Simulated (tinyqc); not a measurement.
Empirical pseudopotential in a few plane waves, step by step. Computed by tinyqc, a small Python program that keeps every step. Settings: plane-wave index or count = 15. Command: `OMP_NUM_THREADS=1 python tinyqc.py 31686 31687 out.jsonl` (the two numbers bound the seeds that draw the settings). One thread of a shared host (Intel(R) Xeon(R) Processor @ 2.60GHz), about 0.2 s of CPU time with the checks.

## Bloch Hamiltonian at k

Parameters chosen for this model: fcc lattice, atoms at +/- a/8 (1,1,1); form factors in rydberg at |G|^2 in units of (2 pi/a)^2:
```
parameter                 value      unit
a                      6.000000  angstrom
VS(3)                 -0.233000        Ry
VS(8)                  0.040000        Ry
VS(11)                 0.077000        Ry
VA(3)                  0.114000        Ry
VA(4)                  0.026000        Ry
VA(11)                 0.004000        Ry
hbar^2/2m (2 pi/a)^2   4.178113        eV
```

k point k (2 pi / a): -0.23000  -0.24000  -0.14000

Basis: the 15 shortest G (labels in 2 pi/a), the same at every k. H(G,G') = c |k + G|^2 delta + VS(|G-G'|^2) cos((G-G').tau) + i VA sin((G-G').tau), tau = a/8 (1,1,1); 1 Ry = 13.605693 eV.

H(k) at k (eV):
```
                   +0+0+0             -1-1-1             -1-1+1             -1+1-1
+0+0+0            0.54357   2.24162+1.09676i  -2.24162+1.09676i  -2.24162+1.09676i
-1-1-1   2.24162-1.09676i           18.17521   0.00000-0.35375i   0.00000-0.35375i
-1-1+1  -2.24162-1.09676i   0.00000+0.35375i           15.83547            0.54423
-1+1-1  -2.24162-1.09676i   0.00000+0.35375i            0.54423           14.16422
-1+1+1  -2.24162+1.09676i           -0.54423   0.00000+0.35375i   0.00000+0.35375i
+1-1-1  -2.24162-1.09676i   0.00000+0.35375i            0.54423            0.54423
+1-1+1  -2.24162+1.09676i           -0.54423   0.00000+0.35375i            0.00000
+1+1-1  -2.24162+1.09676i           -0.54423            0.00000   0.00000+0.35375i
+1+1+1   2.24162+1.09676i            0.00000           -0.54423           -0.54423
-2+0+0   0.00000-0.35375i  -2.24162+1.09676i  -2.24162-1.09676i  -2.24162-1.09676i
+0-2+0   0.00000-0.35375i  -2.24162+1.09676i  -2.24162-1.09676i   0.74079-0.03848i
+0+0-2   0.00000-0.35375i  -2.24162+1.09676i   0.74079-0.03848i  -2.24162-1.09676i
+0+0+2   0.00000+0.35375i  -0.74079-0.03848i   2.24162+1.09676i  -0.74079+0.03848i
+0+2+0   0.00000+0.35375i  -0.74079-0.03848i  -0.74079+0.03848i   2.24162+1.09676i
+2+0+0   0.00000+0.35375i  -0.74079-0.03848i  -0.74079+0.03848i  -0.74079+0.03848i

                   -1+1+1             +1-1-1             +1-1+1             +1+1-1
+0+0+0  -2.24162-1.09676i  -2.24162+1.09676i  -2.24162-1.09676i  -2.24162-1.09676i
-1-1-1           -0.54423   0.00000-0.35375i           -0.54423           -0.54423
-1-1+1   0.00000-0.35375i            0.54423   0.00000-0.35375i            0.00000
-1+1-1   0.00000-0.35375i            0.54423            0.00000   0.00000-0.35375i
-1+1+1           11.82448            0.00000            0.54423            0.54423
+1-1-1            0.00000           14.33134   0.00000-0.35375i   0.00000-0.35375i
+1-1+1            0.54423   0.00000+0.35375i           11.99160            0.54423
+1+1-1            0.54423   0.00000+0.35375i            0.54423           10.32036
+1+1+1   0.00000+0.35375i           -0.54423   0.00000+0.35375i   0.00000+0.35375i
-2+0+0   2.24162-1.09676i   0.74079-0.03848i  -0.74079-0.03848i  -0.74079-0.03848i
+0-2+0  -0.74079-0.03848i  -2.24162-1.09676i   2.24162-1.09676i  -0.74079-0.03848i
+0+0-2  -0.74079-0.03848i  -2.24162-1.09676i  -0.74079-0.03848i   2.24162-1.09676i
+0+0+2  -2.24162+1.09676i  -0.74079+0.03848i  -2.24162+1.09676i   0.74079+0.03848i
+0+2+0  -2.24162+1.09676i  -0.74079+0.03848i   0.74079+0.03848i  -2.24162+1.09676i
+2+0+0   0.74079+0.03848i   2.24162+1.09676i  -2.24162+1.09676i  -2.24162+1.09676i

                   +1+1+1             -2+0+0             +0-2+0             +0+0-2
+0+0+0   2.24162-1.09676i   0.00000+0.35375i   0.00000+0.35375i   0.00000+0.35375i
-1-1-1            0.00000  -2.24162-1.09676i  -2.24162-1.09676i  -2.24162-1.09676i
-1-1+1           -0.54423  -2.24162+1.09676i  -2.24162+1.09676i   0.74079+0.03848i
-1+1-1           -0.54423  -2.24162+1.09676i   0.74079+0.03848i  -2.24162+1.09676i
-1+1+1   0.00000-0.35375i   2.24162+1.09676i  -0.74079+0.03848i  -0.74079+0.03848i
+1-1-1           -0.54423   0.74079+0.03848i  -2.24162+1.09676i  -2.24162+1.09676i
+1-1+1   0.00000-0.35375i  -0.74079+0.03848i   2.24162+1.09676i  -0.74079+0.03848i
+1+1-1   0.00000-0.35375i  -0.74079+0.03848i  -0.74079+0.03848i   2.24162+1.09676i
+1+1+1            7.98061  -0.74079-0.03848i  -0.74079-0.03848i  -0.74079-0.03848i
-2+0+0  -0.74079+0.03848i           21.09989            0.54423            0.54423
+0-2+0  -0.74079+0.03848i            0.54423           21.26701            0.54423
+0+0-2  -0.74079+0.03848i            0.54423            0.54423           19.59577
+0+0+2  -2.24162-1.09676i           -0.54423           -0.54423            0.00000
+0+2+0  -2.24162-1.09676i           -0.54423            0.00000           -0.54423
+2+0+0  -2.24162-1.09676i            0.00000           -0.54423           -0.54423

                   +0+0+2             +0+2+0             +2+0+0
+0+0+0   0.00000-0.35375i   0.00000-0.35375i   0.00000-0.35375i
-1-1-1  -0.74079+0.03848i  -0.74079+0.03848i  -0.74079+0.03848i
-1-1+1   2.24162-1.09676i  -0.74079-0.03848i  -0.74079-0.03848i
-1+1-1  -0.74079-0.03848i   2.24162-1.09676i  -0.74079-0.03848i
-1+1+1  -2.24162-1.09676i  -2.24162-1.09676i   0.74079-0.03848i
+1-1-1  -0.74079-0.03848i  -0.74079-0.03848i   2.24162-1.09676i
+1-1+1  -2.24162-1.09676i   0.74079-0.03848i  -2.24162-1.09676i
+1+1-1   0.74079-0.03848i  -2.24162-1.09676i  -2.24162-1.09676i
+1+1+1  -2.24162+1.09676i  -2.24162+1.09676i  -2.24162+1.09676i
-2+0+0           -0.54423           -0.54423            0.00000
+0-2+0           -0.54423            0.00000           -0.54423
+0+0-2            0.00000           -0.54423           -0.54423
+0+0+2           14.91628            0.54423            0.54423
+0+2+0            0.54423           13.24504            0.54423
+2+0+0            0.54423            0.54423           13.41216
```

## Levels at k

Diagonalise the Hermitian matrix.

eigenvalues (eV): -3.15523  5.52492  7.03009  7.22513  11.34688  12.74051  12.79314  13.94129  15.32302  15.82211  17.68813  20.25548  22.54814  23.18485  26.43456

## Bands along a path

The same steps at evenly spaced points between the labelled ones.

Bands along the path (eV), lowest eight:
```
k           band 1   band 2   band 3   band 4    band 5    band 6    band 7    band 8
L         -1.99496  3.06219  7.00026  7.00026  10.57767  13.23540  13.23540  17.54999
L-G 0.25  -2.46258  3.68505  6.95489  6.95489  10.65944  13.08701  13.08701  16.91826
L-G 0.50  -3.00309  4.97227  7.09778  7.09778  11.03468  12.94250  12.94250  14.67978
L-G 0.75  -3.38848  6.51480  7.31968  7.31968  11.53351  12.49562  12.49562  12.70141
G         -3.52488  7.43397  7.43397  7.43397  11.30405  12.22113  12.22113  12.22113
G-X 0.25  -3.34265  6.50514  7.12873  7.12873  11.62826  12.30715  12.89021  12.89021
G-X 0.50  -2.82320  4.92498  6.59290  6.59290  10.79405  12.74488  14.50770  14.50770
G-X 0.75  -2.08200  3.53545  6.25390  6.25390  10.26484  11.96352  16.63361  16.63361
X         -1.46244  2.83745  6.28543  6.28543  10.11103  11.76668  19.11208  19.11208
```

With 4 band(s) filled, the highest filled level on these points lies at G and the lowest empty one at X: a gap of 2.6771 eV, indirect. This holds for the small fixed basis; with all plane waves up to |k + G|^2 = 21 (2 pi/a)^2 the gap along the path is 2.65 eV.

## Convergence with the number of plane waves

Levels at G counted from the fourth one.

Levels (eV):
```
plane waves    level 1  level 5  level 8
9            -14.68312  0.70750  3.14713
15           -10.95884  3.87008  4.78716
27           -10.03453  4.23768  4.75000
51           -10.00568  4.25534  4.91099
59           -10.04935  4.27330  4.63044
65           -10.06914  4.27269  4.58345
89           -10.03404  4.25591  4.61698
```
